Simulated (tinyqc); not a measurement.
Range and order of the fit: effective mass of the conduction band from tabulated energies.

c = hbar^2/2m0. A uniform scatter of up to 0.3 meV has been added to mimic numerical noise.
Constants: hbar^2/2m0 = 3.80998211 eV angstrom^2.

Energies along [100], from the band edge:
```
k (1/angstrom)    E (meV)
0.000000          0.00000
0.006200          3.87490
0.012400         14.49330
0.018600         31.97400
0.024800         55.61320
0.031000         84.50290
0.037200        117.40730
0.043400        153.79290
0.049600        193.23620
```

reference mass (curvature of the model at k = 0.0001 1/angstrom) = 0.039500 m0

Least-squares fits of E = a k^2 (+ b k^4 + d k^6) over points 1 to n, and the line y = c k^2/E against E; errors of m against the reference.

Results:
```
n  E at point n (meV)  one term (%)  two terms (%)  three terms (%)  line (%)  rms residual, one term (meV)
3                32.0          3.93          -0.15            -7.16     -4.07                         0.233
4                55.6          5.90           1.07            -0.91     -2.71                         0.435
5                84.5          8.29           1.45             0.61     -1.95                         0.902
6               117.4         11.30           1.54             1.23     -1.58                         1.771
7               153.8         14.71           2.05             1.00     -1.37                         2.980
8               193.2         18.35           3.01             0.78     -1.22                         4.490
```

What does the comparison show?

The error of the parabola goes from +3.93 to +18.35 % as the range widens, and at n = 8 its residual, 4.49 meV, is only 2.3 % of the top energy: a small residual does not vouch for the mass. Over the full range (n = 8) the best form is three terms (0.78 %); the line errs by -4.07 % at n = 3 and -1.22 % at n = 8. Many terms on few points amplify the scatter: three terms err by -7.2 % at n = 3 but by +0.8 % at n = 8.

Run: tinyqc, `OMP_NUM_THREADS=1 python tinyqc.py 1851280 1851281 out.jsonl`; Intel(R) Xeon(R) Processor @ 2.30GHz, one thread, shared host; about 0.01 s of CPU time with all checks.
